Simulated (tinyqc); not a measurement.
Inside a calculation. Method: empirical pseudopotential in a few plane waves. Computed by tinyqc, a small Python program that keeps every step. Settings: plane-wave index or count = 15. Command: `OMP_NUM_THREADS=1 python tinyqc.py 30715 30716 out.jsonl` (the two numbers bound the seeds that draw the settings). One thread of a shared host (Intel(R) Xeon(R) Processor @ 2.60GHz), about 0.2 s of CPU time with the checks.

## Bloch Hamiltonian at G

Parameters chosen for this model: fcc lattice, atoms at +/- a/8 (1,1,1); form factors in rydberg at |G|^2 in units of (2 pi/a)^2:

| parameter | value | unit |
|---|---|---|
| a | 6.070000 | angstrom |
| VS(3) | -0.210000 | Ry |
| VS(8) | 0.059000 | Ry |
| VS(11) | 0.064000 | Ry |
| VA(3) | 0 | Ry |
| VA(4) | 0 | Ry |
| VA(11) | 0 | Ry |
| hbar^2/2m (2 pi/a)^2 | 4.082303 | eV |

k point G (2 pi / a): 0  0  0

Basis: the 15 shortest G (labels in 2 pi/a), the same at every k. H(G,G') = c |k + G|^2 delta + VS(|G-G'|^2) cos((G-G').tau) + i VA sin((G-G').tau), tau = a/8 (1,1,1); 1 Ry = 13.605693 eV.

H(k) at G (eV), lower triangle:
```
           +0+0+0     -1-1-1     -1-1+1     -1+1-1     -1+1+1     +1-1-1     +1-1+1     +1+1-1
+0+0+0   0.000000
-1-1-1   2.020342  12.246910
-1-1+1  -2.020342   0.000000  12.246910
-1+1-1  -2.020342   0.000000   0.802736  12.246910
-1+1+1  -2.020342  -0.802736   0.000000   0.000000  12.246910
+1-1-1  -2.020342   0.000000   0.802736   0.802736   0.000000  12.246910
+1-1+1  -2.020342  -0.802736   0.000000   0.000000   0.802736   0.000000  12.246910
+1+1-1  -2.020342  -0.802736   0.000000   0.000000   0.802736   0.000000   0.802736  12.246910
+1+1+1   2.020342   0.000000  -0.802736  -0.802736   0.000000  -0.802736   0.000000   0.000000
-2+0+0   0.000000  -2.020342  -2.020342  -2.020342   2.020342   0.615723  -0.615723  -0.615723
+0-2+0   0.000000  -2.020342  -2.020342   0.615723  -0.615723  -2.020342   2.020342  -0.615723
+0+0-2   0.000000  -2.020342   0.615723  -2.020342  -0.615723  -2.020342  -0.615723   2.020342
+0+0+2   0.000000  -0.615723   2.020342  -0.615723  -2.020342  -0.615723  -2.020342   0.615723
+0+2+0   0.000000  -0.615723  -0.615723   2.020342  -2.020342  -0.615723   0.615723  -2.020342
+2+0+0   0.000000  -0.615723  -0.615723  -0.615723   0.615723   2.020342  -2.020342  -2.020342

           +1+1+1     -2+0+0     +0-2+0     +0+0-2     +0+0+2     +0+2+0     +2+0+0
+1+1+1  12.246910
-2+0+0  -0.615723  16.329214
+0-2+0  -0.615723   0.802736  16.329214
+0+0-2  -0.615723   0.802736   0.802736  16.329214
+0+0+2  -2.020342  -0.802736  -0.802736   0.000000  16.329214
+0+2+0  -2.020342  -0.802736   0.000000  -0.802736   0.802736  16.329214
+2+0+0  -2.020342   0.000000  -0.802736  -0.802736   0.802736   0.802736  16.329214
```

## Levels at G

Diagonalise the Hermitian matrix.

eigenvalues (eV): -1.964770  8.076249  8.076249  8.076249  11.444174  11.444174  11.444174  11.653250  14.723742  14.723742  16.619888  19.697139  19.697139  19.697139  22.542025

## Bands along a path

The same steps at evenly spaced points between the labelled ones.

Bands along the path (eV), lowest eight:

| k | band 1 | band 2 | band 3 | band 4 | band 5 | band 6 | band 7 | band 8 |
|---|---|---|---|---|---|---|---|---|
| L | 0.034371 | 2.638380 | 7.316855 | 7.316855 | 10.679704 | 12.318054 | 12.318054 | 16.837208 |
| L-G 0.25 | -0.584942 | 3.482073 | 7.340900 | 7.340900 | 10.699156 | 12.228649 | 12.228649 | 16.287767 |
| L-G 0.50 | -1.315103 | 5.071627 | 7.567670 | 7.567670 | 10.946327 | 12.188276 | 12.188276 | 14.878697 |
| L-G 0.75 | -1.798967 | 6.906422 | 7.895996 | 7.895996 | 11.305623 | 11.762330 | 11.762330 | 12.901214 |
| G | -1.964770 | 8.076249 | 8.076249 | 8.076249 | 11.444174 | 11.444174 | 11.444174 | 11.653250 |
| G-X 0.25 | -1.742889 | 6.967141 | 7.593231 | 7.593231 | 11.089715 | 12.289320 | 12.289320 | 12.599662 |
| G-X 0.50 | -1.082366 | 5.100303 | 6.849668 | 6.849668 | 10.524131 | 11.964788 | 14.100304 | 14.100304 |
| G-X 0.75 | 0.000281 | 3.261033 | 6.378025 | 6.378025 | 10.263975 | 10.857060 | 16.311627 | 16.311627 |
| X | 1.474060 | 1.629549 | 6.316546 | 6.316546 | 10.264781 | 10.514345 | 18.791173 | 18.791173 |

With 4 band(s) filled, the highest filled level on these points lies at G and the lowest empty one at G-X 0.75: a gap of 2.1877 eV, indirect. This holds for the small fixed basis; with all plane waves up to |k + G|^2 = 21 (2 pi/a)^2 the gap along the path is 1.74 eV.

## Convergence with the number of plane waves

Levels at G counted from the fourth one.

Levels (eV):

| plane waves | level 1 | level 5 | level 8 |
|---|---|---|---|
| 9 | -13.408945 | 0 | 3.210944 |
| 15 | -10.041019 | 3.367925 | 3.577001 |
| 27 | -9.539386 | 3.281896 | 4.185327 |
| 51 | -9.747603 | 3.339370 | 4.218238 |
| 59 | -9.803285 | 3.154228 | 4.170658 |
| 65 | -9.815422 | 3.105370 | 4.170658 |
| 89 | -9.757170 | 3.149859 | 4.137581 |
